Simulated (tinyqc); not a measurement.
Pillar capacitor in an array: capacitance, non-linearity, leakage and relaxation: cell against the aspect ratio.

A film between two metal electrodes, each interface adding a series capacitance ci. The small-signal permittivity is ek (1 + aq E^2); the field is found with the linear permittivity. Leakage J = J0 sinh(E/Ef). After a voltage step the film passes a relaxation current kr C V tt^(-nr), tt being the time in seconds. The sidewall is a coaxial capacitor with radii a = dm/2 and b = dm/2 + t, depth AR dm; the end face is left out.

Per length 1/c = ln(b/a)/(2 pi eps0 ek) + (1/a + 1/b)/(2 pi ci); cell capacitance c AR dm; per footprint over pt^2; fields c V/(2 pi eps0 ek r) at r = a and b; resistance of the inner electrode rho AR dm/(pi a^2); time constant R C/3 of the distributed line.

Inputs (values chosen for the exercise); permittivity of the order of that of hafnium oxide:
```
symbol,value,unit,meaning
ek,19.4,,relative permittivity of the film
t,25,nm,film thickness
ci,270,uF/cm^2,capacitance of each electrode interface (dead layer and screening)
V,1.6,V,bias
dm,220,nm,diameter of the pillar
pt,510,nm,pitch of the square array
rho,560,uohm cm,resistivity of the inner electrode
```

Constants: eps0 = 8.8541878128e-14 F/cm where lengths are in cm. Results are converted to the units shown.

The same in every row: field at a (MV/cm) = 0.7066; field at b (MV/cm) = 0.5758.

Cell against the aspect ratio:

| AR | cell capacitance (fF) | per footprint (uF/cm^2) | R (kohm) | R C/3 (ps) |
|---|---|---|---|---|
| 5 | 5.767 | 2.217 | 0.1620 | 0.3115 |
| 10 | 11.53 | 4.435 | 0.3241 | 1.246 |
| 20 | 23.07 | 8.870 | 0.6482 | 4.985 |
| 30 | 34.60 | 13.30 | 0.9723 | 11.22 |
| 50 | 57.67 | 22.17 | 1.620 | 31.15 |
| 70 | 80.74 | 31.04 | 2.269 | 61.06 |
| 100 | 115.3 | 44.35 | 3.241 | 124.6 |

As AR goes from 5 to 100, the cell capacitance rises from 5.77 to 115 fF, the capacitance per footprint rises from 2.22 to 44.3 uF/cm^2, the ratio of the two fields stays at 1.23 and R C/3 rises from 0.312 to 125 ps; the time constant goes as AR^(2.00) between the first two rows and AR^(2.00) between the last two.

Numbers from tinyqc (`OMP_NUM_THREADS=1 python tinyqc.py 2102042 2102043 out.jsonl`; about 0.01 s on one thread of a shared Intel Xeon 2.30GHz).
